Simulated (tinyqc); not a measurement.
Temperature series and Richardson plot: current of a Schottky diode by thermionic-emission-diffusion theory, and its read-back from I-V-T and C-V data. Computed by tinyqc, a small Python program. Command: `OMP_NUM_THREADS=1 python tinyqc.py 3014933 3014934 out.jsonl schottky walk`. One thread of a shared host (Intel(R) Xeon(R) Processor @ 2.30GHz), about 0.01 s of CPU time with the checks.

Full ionisation, no tunnelling, no recombination current. V is the voltage across the junction itself, forward positive.

Inputs (values chosen for the exercise, modelled on n-type Ga2O3):
```
quantity                                     value          unit
Richardson constant A*                        32.3  A/(cm^2 K^2)
effective density of states at 300 K, N_c  3.8e+18        1/cm^3
permittivity eps                              10.2             -
mobility mu                                    110    cm^2/(V s)
barrier without image force phi_0 (mean)      1.19            eV
doping N                                     1e+16        1/cm^3
junction voltage V                            0.58             V
standard deviation sigma                       100           meV
relative change of sigma^2 with bias, rho      0.6           1/V
```

Barrier: Gaussian spread of heights.

Constants: k_B = 8.617333262e-05 eV/K; e = 1.602176634e-19 C; eps_0 = 8.8541878128e-12 F/m.

Method:
- N_c(T) = N_c (T/300 K)^(3/2); V_bi = phi_0 - (k_B T/e) ln(N_c(T)/N); surface field F = sqrt(2 e N (V_bi - V - k_B T/e)/(eps eps_0)); image lowering d_phi = sqrt(e F/(4 pi eps eps_0)); effective barrier phi = phi_0 - d_phi - sigma^2 (1 - rho V)/(2 k_B T).
- Collection velocity v_R = A* T^2/(e N_c(T)); diffusion velocity v_D = mu F; J = e N_c(T) v_R/(1 + v_R/v_D) exp(-phi/k_B T) [exp(e V/k_B T) - 1].
- Ideality n = (e/k_B T)/(d ln J/dV) by a central difference of +/- 1 mV; J_0 = J exp(-e V/(n k_B T)); apparent barrier phi_IV = k_B T ln(A* T^2/J_0); a C-V plot gives phi_CV = phi_0, the mean without lowering.
- A least-squares line of ln(J_0/T^2) against 1/(k_B T) gives a barrier (minus the slope) and a Richardson constant (exp of the intercept).

At the same junction voltage:
```
T (K)  1/k_B T (1/eV)       n  J_0 (A/cm^2)  phi_IV (eV)  ln(J_0/T^2)
200            58.023  1.2409    1.1958e-16       0.8744      -47.259
250            46.418  1.1955    2.9218e-13       0.9345      -39.904
300            38.682  1.1702    1.1980e-10       0.9753      -34.253
350            33.156  1.1566    1.3389e-08       1.0049      -29.845
400            29.011  1.1509    5.8851e-07       1.0273      -26.329
450            25.788  1.1520    1.3134e-05       1.0444      -23.459
```

barrier from the Richardson plot = 0.73846 eV

Richardson constant from the plot = 0.0062967 A/(cm^2 K^2)

What follows from these numbers?

From 200 to 450 K n goes from 1.241 to 1.152 and phi_IV from 0.874 to 1.044 eV. The plot returns 0.738 eV against phi_0 = 1.19 and a constant 1.95e-4 times the true A*: a spread of barriers lets cold carriers pick the low patches, which bends the plot and lowers both numbers.

Extremes, crossings and ranges named in words are read from the listed rows.
